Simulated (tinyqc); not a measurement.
Inside a calculation. Method: sp3 tight binding, zinc-blende lattice. One step of it, computed by the program tinyqc.

Problem. Levels at k. Diagonalise the Hermitian matrix.

H(k) at k (eV), lower triangle (Hermitian):
```
                      a s                a px                 a py                 a pz
a s            -11.560000
a px             0.000000           -7.400000
a py             0.000000            0.000000            -7.400000
a pz             0.000000            0.000000             0.000000            -7.400000
c s   -3.801910-0.463424i  0.278925+2.436697i  -0.504616-1.346876i  -1.389868-0.489007i
c px  -0.278925-2.436697i  0.921675+0.112345i   1.610532+0.566645i   0.584732+1.560714i
c py   0.504616+1.346876i  1.610532+0.566645i   0.921675+0.112345i  -0.323208-2.823563i
c pz   1.389868+0.489007i  0.584732+1.560714i  -0.323208-2.823563i   0.921675+0.112345i

             c s       c px       c py       c pz
c s   -11.560000
c px    0.000000  -7.400000
c py    0.000000   0.000000  -7.400000
c pz    0.000000   0.000000   0.000000  -7.400000
```

Give: eigenvalues; weights |c|^2 of the basis functions.

Solution.

eigenvalues (eV): -16.3722  -12.2008  -11.0575  -10.3305  -5.5819  -4.8352  -4.0714  -3.0705

weights |c|^2 of the basis functions:
```
      band 1  band 2  band 3  band 4  band 5  band 6  band 7  band 8
a s   0.4536  0.1467  0.0260  0.0177  0.2930  0.0199  0.0095  0.0336
a px  0.0313  0.0925  0.0633  0.2349  0.0712  0.3842  0.0008  0.1218
a py  0.0118  0.1144  0.1293  0.2333  0.0091  0.0516  0.2881  0.1625
a pz  0.0034  0.1465  0.2813  0.0141  0.1267  0.0444  0.2016  0.1821
c s   0.4536  0.1467  0.0260  0.0177  0.2930  0.0199  0.0095  0.0336
c px  0.0313  0.0925  0.0633  0.2349  0.0712  0.3842  0.0008  0.1218
c py  0.0118  0.1144  0.1293  0.2333  0.0091  0.0516  0.2881  0.1625
c pz  0.0034  0.1465  0.2813  0.0141  0.1267  0.0444  0.2016  0.1821
```
